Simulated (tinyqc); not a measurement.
# Long-channel MOSFET, surface-potential model: what changes with what

n-channel transistor on a uniformly doped p-type body, gradual-channel approximation, constant mobility, Boltzmann statistics, full ionisation. Potentials are counted from the neutral body; V is the electron quasi-Fermi potential, Vsb at the source and Vsb + Vds at the drain. Charges are magnitudes per area.

Inputs (values chosen for the exercise); material values close to those of gallium arsenide:
- T = 300 K (temperature)
- Eg = 1.42 eV (band gap)
- eps_r = 13 (relative permittivity of the semiconductor)
- Nc = 4.48e17 cm^-3 (conduction-band density of states at T)
- Nv = 8.86e18 cm^-3 (valence-band density of states at T)
- Na = 1.3e18 cm^-3 (acceptor density of the body)
- eox = 9.06 (relative permittivity of the gate insulator)
- tox = 8.1 nm (insulator thickness)
- Vfb = -1.14 V (flat-band voltage)
- mu = 680 cm^2/(V s) (channel mobility)
- W = 10 um (gate width)
- L = 1 um (gate length)
- Vsb = 0.3 V (source-body reverse bias)
- Vgs = 1.68 V (gate-source voltage)
- Vds = 0.8 V (drain-source voltage)

Constants: q = 1.602176634e-19 C, kB = 1.380649e-23 J/K, Vt = kB T/q, eps0 = 8.8541878128e-14 F/cm where lengths are in cm. Results are converted to the units shown.

Each table varies one quantity; the others keep the values above.

## Transfer curve from weak to strong inversion

ni = sqrt(Nc Nv) exp(-Eg/(2 Vt)), Eg in volts; phiF = Vt ln(Na/ni); Cox = eps0 eox/tox; gamma = sqrt(2 q eps0 eps_r Na)/Cox. The surface potential psi at channel potential V solves Vgs + Vsb - Vfb - psi = gamma sqrt(G), G = psi - Vt + Vt exp((psi - 2 phiF - V)/Vt). Charge sheet: Qi = Cox gamma [sqrt(G) - sqrt(psi - Vt)]; I = mu (W/L) [integral of Qi dpsi from psi_0 to psi_L (drift) + Vt (Qi0 - QiL) (diffusion)], with psi_0 at V = Vsb and psi_L at V = Vsb + Vds. Pao-Sah: Qi(V) = (Cox gamma/2) integral from 3 Vt to psi of exp((u - 2 phiF - V)/Vt)/sqrt(G(u, V)) du, and I = mu (W/L) integral of Qi dV from Vsb to Vsb + Vds. Square law: VT = Vfb + 2 phiF + gamma sqrt(2 phiF + Vsb), m = 1 + gamma/(2 sqrt(2 phiF + Vsb)), I = mu Cox (W/L) [(Vgs - VT) v - m v^2/2] with v the smaller of Vds and (Vgs - VT)/m, and zero below VT. gm = dI/dVgs of the charge-sheet current.

Transfer curve from weak to strong inversion:
```
Vgs (V)	I, charge sheet (uA)	I, Pao-Sah (uA)	drift share (%)	gm/I (1/V)	I, square law (uA)
0.97	0.003790	0.003823	0.03279	29.87	0
1.15	0.7900	0.7968	6.089	28.32	0
1.32	29.35	29.73	54.17	13.84	60.53
1.5	168.3	170.7	77.20	6.916	290.9
1.67	433.8	440.0	85.11	4.537	666.4
1.85	867.9	879.9	89.24	3.295	1231
2.02	1427	1446	91.51	2.609	1923
2.2	2179	2207	93.19	2.103	2821
2.37	2992	3029	94.69	1.643	3737
```

What does the table show?

The charge-sheet current rises from 0.00379 to 2990 uA. In the first row gm/I is 29.9 1/V, a swing of 77.1 mV a decade, against Vt ln 10 = 59.5 mV a decade for an ideal gate; in the last it is 1.64 1/V. Drift passes half of the current at Vgs = 1.32 V among the rows listed (VT = 1.17 V). The charge sheet departs most from Pao-Sah at Vgs = 1.5 V, where it is 1.4 % below it. In the last row the square law is 23 % above Pao-Sah. For Vgs = 1.15 to 2.37 V the surface electron density at the source passes 0.3 Nc, where degeneracy and quantisation, left out here, matter. For Vgs = 1.85 to 2.37 V mu V/L, with V the smaller of Vds and (Vgs - VT)/m, passes 3e6 cm/s, so velocity saturation would lower the current.

## Output curve

Same model as above.

In this table Vgs = 1.68 V.

Output curve:
```
Vds (V)	psi_L (V)	QiL (nC/cm^2)	I, charge sheet (uA)	I, Pao-Sah (uA)	I, square law (uA)
0.07	1.870	297.4	159.0	161.4	220.0
0.14	1.932	220.6	281.2	285.3	398.1
0.21	1.991	147.4	368.0	373.3	534.3
0.28	2.045	80.78	421.5	427.6	628.7
0.36	2.092	22.90	448.3	454.7	685.4
0.43	2.108	2.882	453.2	459.7	693.2
0.5	2.110	0.2092	453.7	460.2	693.2
0.57	2.110	0.01404	453.7	460.2	693.2
0.64	2.110	9.366e-4	453.7	460.2	693.2
```

The Pao-Sah current rises from 161 to 460 uA, while the charge at the drain end falls from 297 to 9.37e-4 nC/cm^2. The current first comes within 1 % of its last value at Vds = 0.43 V among the rows listed; the square law saturates at (Vgs - VT)/m = 0.403 V. Over the last two rows psi_L moves by less than 1 mV: the drain has lost hold of the surface potential, so the current no longer grows. In the last row the charge sheet is 1.4 % below Pao-Sah and the square law 51 % above it. In every row the surface electron density at the source passes 0.3 Nc, where degeneracy and quantisation, left out here, matter.

## Effect of the acceptor density of the body

VT = Vfb + 2 phiF + gamma sqrt(2 phiF + Vsb), m = 1 + gamma/(2 sqrt(2 phiF + Vsb)). The swing is 20 mV/log10[I(VT - 0.14 V)/I(VT - 0.16 V)] of the charge-sheet current at the given Vds.

Results:
```
Na (cm^-3)	gamma (V^0.5)	VT (V)	m	swing (mV/decade)	I at Vgs, Vds (uA)
1.3e17	0.2211	0.4167	1.088	65.67	3462
4.4e17	0.4068	0.7231	1.159	70.09	1955
8.2e17	0.5553	0.9526	1.215	73.58	1032
1.5e18	0.7511	1.246	1.288	78.14	310.7
2.8e18	1.026	1.650	1.389	84.52	3.991
5.2e18	1.398	2.190	1.526	93.13	1.160e-5
```

Estimate the missing row, Na = 2.4e17 cm^-3.

Computed row:
```
Na (cm^-3)	gamma (V^0.5)	VT (V)	m	swing (mV/decade)	I at Vgs, Vds (uA)
2.4e17	0.3004	0.5518	1.118	67.57	2793
```

With this row back in the table: As Na goes from 1.3e17 to 5.2e18 cm^-3, VT rises from 0.417 to 2.19 V, the swing rises from 65.7 to 93.1 mV a decade and the current falls from 3460 to 1.16e-5 uA. The swing is 1.4 % above m Vt ln 10 in the first row and 2.6 % above it in the last. The gate voltage is below VT in 1 of the 7 rows. For Na = 1.3e17 to 2.8e18 cm^-3 the surface electron density at the source passes 0.3 Nc, where degeneracy and quantisation, left out here, matter. For Na = 1.3e17 to 8.2e17 cm^-3 mu V/L, with V the smaller of Vds and (Vgs - VT)/m, passes 3e6 cm/s, so velocity saturation would lower the current. For Na = 2.8e18 to 5.2e18 cm^-3 Na exceeds a fifth of Nv, so Boltzmann statistics and full ionisation are doubtful in the body.

tinyqc, about 0.07 s, one thread, Intel Xeon 2.30GHz (shared host): `OMP_NUM_THREADS=1 python tinyqc.py 2360113 2360114 out.jsonl`
